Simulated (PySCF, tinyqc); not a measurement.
Worked calculation: RHF in the 3-21g basis, for H2, spin multiplicity 1. The lowest restricted solution is unstable here: a spin-polarised one lies 0.0047 hartree lower (PySCF). One step of it, computed by the program tinyqc.

Problem. Iteration 2: building the Fock matrix. J_ij = sum D_kl (ij|kl), K_ij = sum D_kl (ik|jl); F = H + J - 0.5 K; E = tr D H + tr D J / 2 - 0.25 tr D K + E_nn.

D after iteration 1:
```
          1H 1s     1H 2s     2H 1s     2H 2s
1H 1s  0.105065  0.190885  0.105065  0.190885
1H 2s  0.190885  0.346808  0.190885  0.346808
2H 1s  0.105065  0.190885  0.105065  0.190885
2H 2s  0.190885  0.346808  0.190885  0.346808
```

core Hamiltonian H = T + V (hartree):
```
           1H 1s      1H 2s      2H 1s      2H 2s
1H 1s  -0.574540  -0.749721  -0.170345  -0.367850
1H 2s  -0.749721  -0.797674  -0.367850  -0.555299
2H 1s  -0.170345  -0.367850  -0.574540  -0.749721
2H 2s  -0.367850  -0.555299  -0.749721  -0.797674
```

Two-electron integrals (ij|kl) in chemists' order, unique and non-zero (hartree):
```
(11|11) 1.140145   (21|11) 0.611403   (21|21) 0.345152   (22|11) 0.626370
(22|21) 0.380329   (22|22) 0.482957   (31|11) 0.048696   (31|21) 0.029246
(31|22) 0.035613   (31|31) 0.004523   (32|11) 0.122159   (32|21) 0.077382
(32|22) 0.107979   (32|31) 0.013405   (32|32) 0.053172   (33|11) 0.402633
(33|21) 0.259154   (33|22) 0.382156   (33|31) 0.048696   (33|32) 0.230172
(33|33) 1.140145   (41|11) 0.230172   (41|21) 0.131297   (41|22) 0.147242
(41|31) 0.013405   (41|32) 0.036119   (41|33) 0.122159   (41|41) 0.053172
(42|11) 0.307153   (42|21) 0.189570   (42|22) 0.251014   (42|31) 0.023392
(42|32) 0.080363   (42|33) 0.307153   (42|41) 0.080363   (42|42) 0.156354
(43|11) 0.259154   (43|21) 0.166189   (43|22) 0.242764   (43|31) 0.029246
(43|32) 0.131297   (43|33) 0.611403   (43|41) 0.077382   (43|42) 0.189570
(43|43) 0.345152   (44|11) 0.382156   (44|21) 0.242764   (44|22) 0.349373
(44|31) 0.035613   (44|32) 0.147242   (44|33) 0.626370   (44|41) 0.107979
(44|42) 0.251014   (44|43) 0.380329   (44|44) 0.482957
```

nuclear repulsion = 0.40302910 hartree

Give: Coulomb J; exchange K; Fock matrix F; total energy of this density.

Solution.

Coulomb J (hartree):
```
        1H 1s   1H 2s   2H 1s   2H 2s
1H 1s  1.2020  0.7201  0.0847  0.2978
1H 2s  0.7201  0.9115  0.2978  0.5581
2H 1s  0.0847  0.2978  1.2020  0.7201
2H 2s  0.2978  0.5581  0.7201  0.9115
```

exchange K (hartree):
```
        1H 1s   1H 2s   2H 1s   2H 2s
1H 1s  0.6973  0.6602  0.3387  0.4957
1H 2s  0.6602  0.7434  0.4957  0.6503
2H 1s  0.3387  0.4957  0.6973  0.6602
2H 2s  0.4957  0.6503  0.6602  0.7434
```

Fock matrix F (hartree):
```
         1H 1s    1H 2s    2H 1s    2H 2s
1H 1s   0.2788  -0.3597  -0.2550  -0.3179
1H 2s  -0.3597  -0.2579  -0.3179  -0.3223
2H 1s  -0.2550  -0.3179   0.2788  -0.3597
2H 2s  -0.3179  -0.3223  -0.3597  -0.2579
```

total energy of this density = -1.028508 hartree
